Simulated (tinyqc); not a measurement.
Two-sublattice mean-field magnet: ferrimagnet, compensation points and susceptibility: one step, computed by the program tinyqc. Command: `OMP_NUM_THREADS=1 python tinyqc.py 3009565 3009566 out.jsonl ferri walk`. One thread of a shared host (Intel(R) Xeon(R) Processor @ 2.30GHz), about 0.01 s of CPU time with the checks.

A random alloy A(1-x)B(x) with H = -sum over pairs J S_i.S_j. a = <S_A> and b = <S_B> are taken along z, a > 0. Exchange fields: h_A = (1 - x) zJ_AA a + x zJ_AB b, h_B = (1 - x) zJ_AB a + x zJ_BB b; a = S_A B_(S_A)(S_A h_A/(k_B T)) and likewise for b, with the Brillouin function B_S(y) = [(2S + 1)/(2S)] coth[(2S + 1) y/(2S)] - [1/(2S)] coth[y/(2S)].

Question. Ordering temperature. Linearised, T (a, b) = M (a, b) with M_ij = S_i (S_i + 1) c_j zJ_ij/(3 k_B), c_A = 1 - x, c_B = x. T_c is the larger eigenvalue, and its eigenvector gives b/a at onset, (T_c - M_AA)/M_AB.

Inputs (values chosen for the exercise, for a model ferrimagnet):
```
quantity               value  unit
spin S_A                 1.5     -
spin S_B                 1.5     -
fraction x of B sites   0.21     -
z J_AA                  19.1   meV
z J_BB                   2.5   meV
z J_AB                  -5.4   meV
T over T_c              0.74     -
```

Constants: k_B = 8.617333262e-05 eV/K.

Give: M; eigenvalues; T_c; b/a at onset; T.

Answer.

M (K):
```
       A      B
A  218.9  -16.4
B  -61.9    7.6
```

eigenvalues (K): 2.9  223.6

T_c = 223.6 K

b/a at onset = -0.2865

T = 165.5 K

The antiferromagnetic A-B coupling raises T_c by 5 K over that of A alone.
